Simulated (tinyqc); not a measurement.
The basis set: RHF and MP2 along a ladder of basis sets, for H4, spin multiplicity 1. Computed by the program tinyqc with PySCF. Same geometry throughout; the dipole is taken about the origin.

Geometry (angstrom):
```
atom,x,y,z
H,0.0000,0.0000,0.0000
H,0.0000,0.0000,0.7010
H,0.0000,0.0000,1.5800
H,0.0000,0.0000,2.2810
```

RHF and frozen-core MP2 in a ladder of bases:
```
basis,functions,E(RHF) (hartree),E(MP2 corr) (hartree),HOMO (eV),LUMO (eV),dipole (debye)
sto-3g,4,-2.148334,-0.025381,-12.7707,14.6457,0.0000
3-21g,8,-2.174598,-0.036146,-13.1244,7.0849,0.0000
6-31g,8,-2.182506,-0.036119,-13.2029,6.5307,0.0000
6-31g**,20,-2.188788,-0.059001,-13.2216,6.5228,0.0000
cc-pvdz,20,-2.180221,-0.059101,-13.1785,5.4827,0.0000
cc-pvtz,56,-2.191999,-0.071405,-13.2329,4.5561,0.0000
```

Estimate the missing row, basis = aug-cc-pvdz.

Computed row:
```
basis        functions  E(RHF) (hartree)  E(MP2 corr) (hartree)  HOMO (eV)  LUMO (eV)  dipole (debye)
aug-cc-pvdz         36         -2.181267              -0.061857   -13.2043     1.3388          0.0000
```

From cc-pVDZ to cc-pVTZ the RHF energy falls by 11.8 mhartree and the correlation energy by 12.3. If valence correlation converges as X^-3, (27 E(T) - 8 E(D))/19 gives -0.0766 hartree, a rough estimate from such small X that usually falls short; STO-3G holds about 33 % of it. Beyond STO-3G the LUMO moves by 5.7 eV and the HOMO by 0.1 eV; diffuse functions lower the positive LUMO sharply, since an unbound virtual level tracks the most diffuse function.
